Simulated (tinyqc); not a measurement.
Kinetics of strain relaxation and threading dislocations in mismatched semiconductor layers: one step, computed by the program tinyqc. Command: `OMP_NUM_THREADS=1 python tinyqc.py 3013807 3013808 out.jsonl threading walk`. One thread of a shared host (Intel(R) Xeon(R) Processor @ 2.30GHz), about 0.01 s of CPU time with the checks.

60-degree dislocations on {111} planes of a (001) layer, isotropic elasticity. The Schmid factor is 1/sqrt(6), and a misfit segment relieves strain with b/2.

Task: Excess stress and glide velocity at the start. Excess resolved stress tau = (1/sqrt 6) [2 G (1 + nu)/(1 - nu)] (e - e_eq), e_eq = b (1 - nu/4) [ln(h/b) + 1]/(4 pi (1 + nu) h), the Matthews-Blakeslee strain of an uncapped layer; glide velocity v = v0 tau exp(-Q/(k_B T)), tau in MPa.

Inputs (values chosen for the exercise, modelled on Si(0.8)Ge(0.2) on Si): misfit f = 0.00771; shear modulus G = 63.2 GPa; Poisson ratio nu = 0.27; Burgers vector b = 3.88 angstrom; glide activation energy Q = 2.07 eV; velocity prefactor v0 = 32000 m/s per MPa; layer thickness h = 92 nm; anneal temperature T = 712 K.

Constants: k_B = 8.617333262e-05 eV/K.

Give: equilibrium strain e_eq; excess stress tau; mobility v/tau; initial velocity.

Result:

equilibrium strain e_eq = 0.001594

excess stress tau = 549.1 MPa

mobility v/tau = 7.128e-11 m/s per MPa

initial velocity = 0.03914 micrometre/s
